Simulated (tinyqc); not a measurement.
# Short-channel transistor, virtual-source model with series resistance: two studies

The current per gate width is the charge at the top of the source barrier (the virtual source) times its velocity times a saturation function; al and be are fitting constants of the model. Units: I in uA/um, Rs in ohm um, so I Rs = 1e-6 I Rs in volts; Q in uC/cm^2, so I = 1e-4 Q vx0 Fsat with vx0 in cm/s.

Values chosen for this exercise:
- T = 273 K (temperature)
- Cinv = 2.29 uF/cm^2 (inversion capacitance)
- vx0 = 3.91e7 cm/s (velocity at the virtual source)
- mu = 300 cm^2/(V s) (apparent mobility)
- L = 25 nm (channel length)
- VT0 = 0.36 V (threshold at zero drain voltage)
- dl = 0.168 V/V (drain-induced barrier lowering)
- n0 = 1.19 (subthreshold factor)
- nd = 0.1 1/V (growth of n with drain voltage)
- al = 3.5 (threshold shift (in units of Vt) from weak to strong inversion)
- be = 2 (sharpness of saturation)
- Rs = 150 ohm um (series resistance of each contact)

Constants: q = 1.602176634e-19 C, kB = 1.380649e-23 J/K, Vt = kB T/q. Results are converted to the units shown.

Each table varies one quantity; the others keep the values above.

## Output curve

Intrinsic voltages Vg' = Vgs - I Rs, Vd' = Vds - 2 I Rs. n = n0 + nd Vd', VT = VT0 - dl Vd', Ff = 1/(1 + exp((Vg' - VT + al Vt/2)/(al Vt))), Q = Cinv n Vt ln(1 + exp((Vg' - VT + al Vt Ff)/(n Vt))), Vdsat = (vx0 L/mu)(1 - Ff) + Vt Ff, Fsat = u/(1 + u^be)^(1/be) with u = Vd'/Vdsat, and I = Q vx0 Fsat per width. I is solved self-consistently. gds = dI/dVds, gm = dI/dVgs.

In this table Vgs = 0.75 V.

Output curve:
```
Vds (V)  I (uA/um)     Fsat  gds (uS/um)  gain gm/gds
0.08         200.2  0.06145         2458      0.05246
0.16         392.9   0.1294         2355       0.1181
0.25         598.8   0.2136         2219       0.2136
0.33         770.8   0.2944         2077       0.3253
0.42         949.7   0.3898         1894       0.4941
0.5           1094   0.4756         1713       0.6971
0.58          1224   0.5582         1523       0.9646
0.67          1351   0.6430         1314        1.354
0.75          1449   0.7079         1147        1.775
```

What does the comparison show?

The current rises from 200 to 1450 uA/um as Fsat rises from 0.0615 to 0.708; gds falls from 2460 to 1150 uS/um. The gain ends at 1.77, against 1/dl = 5.95 for a current that depends on Vds through barrier lowering alone.

## Effect of the threshold at zero drain voltage on the on and off currents

Same model as above.

Ion is I at Vgs = Vds = 0.75 V, Ioff at Vgs = 0, Vds = 0.75 V, and Rlin = Vds/I at Vgs = 0.75 V, Vds = 0.05 V.

Effect of the threshold at zero drain voltage on the on and off currents:
```
VT0 (V)  Ion (uA/um)  Ioff (nA/um)  log10(Ion/Ioff)  Rlin (ohm um)
0.15          1795.5      1.4392e5           1.0961         362.65
0.2           1727.6         69482           1.3956         368.46
0.25          1650.9         25659           1.8085         375.43
0.3           1564.9        7271.7           2.3329         383.93
0.35          1469.6        1711.9           2.9337         394.45
0.4           1365.2        362.72           3.5756         407.77
0.45          1252.7        72.570           4.2371         425.00
0.5           1133.0        14.066           4.9061         447.89
```

Read the table: what changes, and by how much?

As VT0 goes from 0.15 to 0.5 V, Ion falls from 1800 to 1130 uA/um, Ioff falls from 1.44e5 to 14.1 nA/um and Rlin rises from 363 to 448 ohm um. Ion changes by a factor of 0.631 and Ioff by 9.77e-5. The off current depends on it through an exponential, the on current about linearly. For VT0 = 0.15 to 0.35 V the off current passes 1 uA/um, so the device is hardly off at Vgs = 0.

Numbers from tinyqc (`OMP_NUM_THREADS=1 python tinyqc.py 2380115 2380116 out.jsonl`; about 0.01 s on one thread of a shared Intel Xeon 2.30GHz).
